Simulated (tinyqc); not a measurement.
# Worked calculation: polycrystalline film, grain-boundary barriers (Seto model)

Numbers from tinyqc (`OMP_NUM_THREADS=1 python tinyqc.py 2610111 2610112 out.jsonl`; about 0.01 s on one thread of a shared Intel Xeon 2.30GHz). Printed values are rounded.

One-dimensional grains of size Lg with donors N; each boundary has Qt acceptor-like traps per area at one level Et below the band edge. Trapped electrons qt deplete a width w = qt/N (both sides together) and raise a barrier Vb = q N w^2/(8 eps0 eps_r). Current crosses the barriers by thermionic emission at small bias. Abrupt depletion, full ionisation, Boltzmann statistics.

Values chosen for this exercise; values close to those of polycrystalline silicon: temperature T = 325 K; relative permittivity of the semiconductor eps_r = 11.7; grain size Lg = 30 nm; trap density at a boundary Qt = 3.9e12 cm^-2; donor density N = 3.9e18 cm^-3; mobility inside a grain mg = 270 cm^2/(V s); collection velocity at the barrier vc = 9.5e6 cm/s; conduction-band density of states at T Nc = 3.16e19 cm^-3; trap level below the band edge Et = 0.47 eV.

Constants: q = 1.602176634e-19 C, kB = 1.380649e-23 J/K, Vt = kB T/q, eps0 = 8.8541878128e-14 F/cm where lengths are in cm. Results are converted to the units shown.

## Critical doping and limits of the barrier

N* = Qt/Lg; fully depleted grains have Vb = q N Lg^2/(8 eps0 eps_r), filled traps Vb = q Qt^2/(8 eps0 eps_r N); the true barrier cannot exceed the smaller.

N* = 1.3e18 cm^-3
Vb, fully depleted = 0.678567 V
Vb, traps filled = 0.0753964 V

## Iteration 1: trapped charge

qt at the start = 3.6e12 cm^-2

w = qt/N, Vb = q N w^2/(8 eps0 eps_r), out = Qt/(1 + 2 (Nc/N) exp((Vb - Et)/Vt)); qt(new) = out.

w = 9.23077 nm
Vb = 0.0642431 V
out = 3.89997e12 cm^-2
qt after iteration 1 = 3.89997e12 cm^-2

## Iteration 2: trapped charge

As before.

w = 9.99992 nm
Vb = 0.0753951 V
out = 3.89995e12 cm^-2
qt after iteration 2 = 3.89995e12 cm^-2

## Course of the iteration: trapped charge

Stop when qt changes by less than 10000 cm^-2, or after 60 iterations.

Course of the iteration:
```
iteration  qt (cm^-2)  |change| (cm^-2)
1          3.89997e12           3.00e11
2          3.89995e12            1.58e7
3          3.89995e12              1050
```

Converged in 3 iterations. The change falls from 3.0e11 in the first iteration to below the tolerance in the last.

## Barrier, resistivity and effective mobility

Partly depleted grains: the density at the grain centre is n0 = N and qt = Qt/(1 + 2 (Nc/N) exp((Vb - Et)/Vt)). If that gives qt >= N Lg, the grains are fully depleted: qt = N Lg, w = Lg and n0 = 2 Nc exp((Vb - Et)/Vt)/(Qt/(N Lg) - 1). Resistivity: barriers rb = Vt exp(Vb/Vt)/(q n0 vc Lg), grain interior rg = (1 - w/Lg)/(q mg N); effective mobility 1/(q N (rb + rg)).

qt = 3.89995e12 cm^-2
w = 9.99988 nm
Vb = 0.0753945 V
n0 = 3.9e18 cm^-3
rb = 0.0232156 ohm cm
rg = 0.00395160 ohm cm
effective mobility = 58.9088 cm^2/(V s)

The grains are partly depleted, 100 % of the traps are filled and the barriers give 85.5 % of the resistivity.
